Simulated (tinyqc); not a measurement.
The sixth-power law: interface roughness in a thin film (subband fluctuation and scattering).

Square well of width t, barriers V0, c = hbar^2/2m0: E1 solves k t + 2 atan[(k/mz)/(kappa/mb)] = pi, k = sqrt(mz E/c), kappa = sqrt(mb (V0 - E)/c). One interface is rough, so the subband edge fluctuates by G dt with G = |dE1/dt| (central difference of 0.01 angstrom; 2 E1/t for hard walls).

Gaussian roughness spectrum S(q) = pi D^2 Lc^2 exp(-q^2 Lc^2/4). Degenerate gas, taken to fill one subband (the second starts to fill once c kF^2/md exceeds E2 - E1, which is not tested here): kF = sqrt(2 pi Ns/gv), q = 2 kF sin(theta/2), 1/tau = (md/(2 pi c hbar)) G^2 times the integral from 0 to pi of S(q)(1 - cos theta)/eps(q)^2 dtheta, eps(q) = 1 + qs/q with screening (qs = gv md q0/(c eps), q0 = e^2/(4 pi eps0), form factors left out, which overstates the screening; other scattering is left out too, so these values lie far above measured mobilities in all but the thinnest films) or 1 without; mobility = tau c2/md with c2 = e/m0 = 1.75882e15 cm^2/(V s^2); 1e12/cm^2 = 1e-4/angstrom^2.

Constants: hbar^2/2m0 = 3.80998211 eV angstrom^2; hbar = 6.58211957e-16 eV s; e^2/(4 pi eps0) = 14.39964547 eV angstrom.

Parameters, chosen for this exercise (near those of a thin Si channel on (100), two-fold valleys; not measured data):

| symbol | value | unit | meaning |
|---|---|---|---|
| mz | 0.904 | m0 | confinement mass |
| V0 | 3.1 | eV | barrier |
| mb | 0.47 | m0 | barrier mass |
| md | 0.189 | m0 | mass in the plane |
| gv | 2 |  | valleys |
| D | 3.5 | angstrom | rms height of the roughness |
| Lc | 46 | angstrom | correlation length |
| Ns | 4.6 | x 1e12/cm^2 | sheet density |
| eps | 7.6 |  | mean dielectric constant at the channel |
| ts | (21, 27, 32, 38, 48, 61, 80) | angstrom | thicknesses |

Screened mobility against thickness for the finite barrier and for hard walls.

Results:

| t (angstrom) | E1 (meV) | G (meV/angstrom) | mobility (cm^2/(V s)) | the same, hard walls |
|---|---|---|---|---|
| 21 | 80.8 | 7.107 | 8.82e+03 | 5.52e+03 |
| 27 | 50.5 | 3.520 | 3.59e+04 | 2.49e+04 |
| 32 | 36.7 | 2.175 | 9.41e+04 | 6.91e+04 |
| 38 | 26.4 | 1.331 | 2.51e+05 | 1.94e+05 |
| 48 | 16.9 | 0.678 | 9.68e+05 | 7.87e+05 |
| 61 | 10.6 | 0.338 | 3.90e+06 | 3.31e+06 |
| 80 | 6.2 | 0.153 | 1.91e+07 | 1.69e+07 |

What does the comparison show, and why?

With hard walls G goes as 1/t^3 and the mobility as t^6. With the finite barrier the local exponent is 5.59 at the thin end and 5.86 at the thick end, since the envelope leaks out and softens the dependence. The least value is 8.82e+03 cm^2/(V s). EF - E1 = 29 meV exceeds about 3 E1, the distance to the next subband of the ladder, from 80 angstrom on, where the one-subband formula no longer holds. The gate field, which also presses carriers to the interface, is left out. Up to t = 21 angstrom G D exceeds half of EF - E1, where the Born rate fails.

tinyqc: `OMP_NUM_THREADS=1 python tinyqc.py 1281259 1281260 out.jsonl`; about 0.01 s, one thread, shared Intel(R) Xeon(R) Processor @ 2.30GHz.
